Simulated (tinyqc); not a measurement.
Kinetic Monte Carlo and master equation for a particle on a ring of sites with traps and bias: one step, computed by the program tinyqc. Command: `OMP_NUM_THREADS=1 python tinyqc.py 3001966 3001967 out.jsonl kmc walk`. One thread of a shared host (Intel(R) Xeon(R) Processor @ 2.30GHz), about 0.09 s of CPU time with the checks.

7 sites on a ring, numbered 1 to 7. The saddle between i and i+1 lies at E0 + s b_i and site i at s eps_i; a force F tilts the landscape, with the saddle half-way.

Task: Rate table. Rates: k(i to i+1) = nu exp(-(E0 + s b_i - s eps_i - F a/2)/(k_B T)), k(i to i-1) = nu exp(-(E0 + s b_(i-1) - s eps_i + F a/2)/(k_B T)). Share right = k right/(k right + k left); mean stay = 1/(k right + k left).

Inputs (values chosen for the exercise, for a model defect):

| quantity | value | unit |
|---|---|---|
| reference barrier E0 | 0.74 | eV |
| scale factor s of the disorder | 1 | - |
| attempt frequency nu | 3.4 | THz |
| temperature T | 790 | K |
| site spacing a | 2 | angstrom |
| force F along the ring | 0.045 | eV/angstrom |

Disorder: random barriers.

site energies eps_i (eV): 0  0  0  0  0  0  0

saddle shifts b_i between sites i and i+1 (eV): -0.022  -0.095  0.05  0.017  -0.043  0.08  0.075

Constants: k_B = 8.617333262e-05 eV/K.

Give: Rates, shares of right hops and mean stays.

Result:

Rates, shares of right hops and mean stays:

| site | k right (1/s) | k left (1/s) | share right | mean stay (s) |
|---|---|---|---|---|
| 1 | 1.730e+08 | 1.110e+07 | 0.9397 | 5.431e-09 |
| 2 | 5.056e+08 | 4.613e+07 | 0.9164 | 1.813e-09 |
| 3 | 6.009e+07 | 1.348e+08 | 0.3083 | 5.132e-09 |
| 4 | 9.757e+07 | 1.602e+07 | 0.8590 | 8.804e-09 |
| 5 | 2.355e+08 | 2.601e+07 | 0.9006 | 3.823e-09 |
| 6 | 3.867e+07 | 6.279e+07 | 0.3811 | 9.856e-09 |
| 7 | 4.162e+07 | 1.031e+07 | 0.8015 | 1.926e-08 |

The particle stays longest on site 7, 10.6 times as long as on the quickest site.
